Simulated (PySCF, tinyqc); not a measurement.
Inside a calculation. Method: CIS and TDHF on RHF in the sto-3g basis, for H6, spin multiplicity 1. The lowest restricted solution is unstable here: a spin-polarised one lies 0.0098 hartree lower (PySCF). One step of it, computed by the program tinyqc.

Problem. CIS matrix, singlets. A(ia,jb) = (e_a - e_i) d_ij d_ab + 2 (ia|jb) - (ij|ab).

orbital energies (hartree): MO1 -0.679338, MO2 -0.540788, MO3 -0.304360, MO4 0.201994, MO5 0.633480, MO6 1.084394

Two-electron integrals over orbitals (pq|rs), unique and non-zero (hartree):
```
(11|11) 0.437398    (21|21) 0.136859    (22|11) 0.357191    (22|22) 0.380424
(31|11) -0.079323   (31|22) 0.020115    (31|31) 0.095908    (32|21) 0.094382
(32|32) 0.121332    (33|11) 0.360055    (33|22) 0.348913    (33|31) -0.014827
(33|33) 0.370647    (41|21) -0.054607   (41|32) 0.017954    (41|41) 0.077206
(42|11) -0.085628   (42|22) -0.019529   (42|31) 0.062196    (42|33) 0.002110
(42|42) 0.089598    (43|21) 0.089577    (43|32) 0.090961    (43|41) -0.007223
(43|43) 0.119881    (44|11) 0.368422    (44|22) 0.355101    (44|31) -0.016621
(44|33) 0.366190    (44|42) -0.010797   (44|44) 0.380092    (51|11) 0.002832
(51|22) 0.038050    (51|31) 0.035596    (51|33) -0.016805   (51|42) -0.023505
(51|44) -0.007282   (51|51) 0.057990    (52|21) 0.049951    (52|32) 0.004584
(52|41) -0.049903   (52|43) -0.030104   (52|52) 0.084270    (53|11) 0.087035
(53|22) 0.019800    (53|31) -0.064022   (53|33) 0.008311    (53|42) -0.081855
(53|44) 0.005828    (53|51) 0.015058    (53|53) 0.088244    (54|21) -0.098839
(54|32) -0.114686   (54|41) -0.006874   (54|43) -0.091986   (54|52) -0.008913
(54|54) 0.123255    (55|11) 0.377452    (55|22) 0.389389    (55|31) 0.008390
(55|33) 0.365176    (55|42) -0.025992   (55|44) 0.373803    (55|51) 0.034873
(55|53) 0.027134    (55|55) 0.417761    (61|21) 0.001935    (61|32) -0.026863
(61|41) -0.029243   (61|43) 0.035980    (61|52) -0.035137   (61|54) 0.024201
(61|61) 0.069456    (62|11) -0.003200   (62|22) -0.037081   (62|31) -0.033951
(62|33) 0.010133    (62|42) 0.017816    (62|44) 0.012193    (62|51) -0.052133
(62|53) -0.019783   (62|55) -0.036674   (62|62) 0.054598    (63|21) -0.053217
(63|32) 0.011192    (63|41) 0.070294    (63|43) -0.008086   (63|52) -0.049125
(63|54) -0.011355   (63|61) -0.027332   (63|63) 0.074599    (64|11) -0.082536
(64|22) 0.012760    (64|31) 0.092536    (64|33) -0.017689   (64|42) 0.064128
(64|44) -0.020006   (64|51) 0.033172    (64|53) -0.066301   (64|55) 0.011143
(64|62) -0.034074   (64|64) 0.101716    (65|21) -0.140167   (65|32) -0.100242
(65|41) 0.054682    (65|43) -0.095782   (65|52) -0.051889   (65|54) 0.106761
(65|61) -0.001960   (65|63) 0.058381    (65|65) 0.159174    (66|11) 0.467380
(66|22) 0.383743    (66|31) -0.085105   (66|33) 0.389086    (66|42) -0.093453
(66|44) 0.400910    (66|51) 0.003293    (66|53) 0.097862    (66|55) 0.416037
(66|62) -0.004199   (66|64) -0.095027   (66|66) 0.528645
```

Give: CIS matrix A, singlet.

Solution.

CIS matrix A, singlet (hartree):
```
        1>4    1>5     1>6     2>4     2>5    2>6     3>4     3>5
1>4   0.667  0.000   0.024   0.000  -0.001  0.000   0.002   0.000
1>5   0.000  1.051   0.000   0.052   0.000  0.036   0.000   0.022
1>6   0.024  0.000   1.435   0.000   0.070  0.000  -0.021   0.000
2>4   0.000  0.052   0.000   0.567   0.000  0.023   0.000  -0.049
2>5  -0.001  0.000   0.070   0.000   0.953  0.000   0.054   0.000
2>6   0.000  0.036   0.000   0.023   0.000  1.351   0.000   0.061
3>4   0.002  0.000  -0.021   0.000   0.054  0.000   0.380   0.000
3>5   0.000  0.022   0.000  -0.049   0.000  0.061   0.000   0.749
3>6   0.048  0.000   0.030   0.000   0.002  0.000   0.002   0.000

       3>6
1>4  0.048
1>5  0.000
1>6  0.030
2>4  0.000
2>5  0.002
2>6  0.000
3>4  0.002
3>5  0.000
3>6  1.149
```
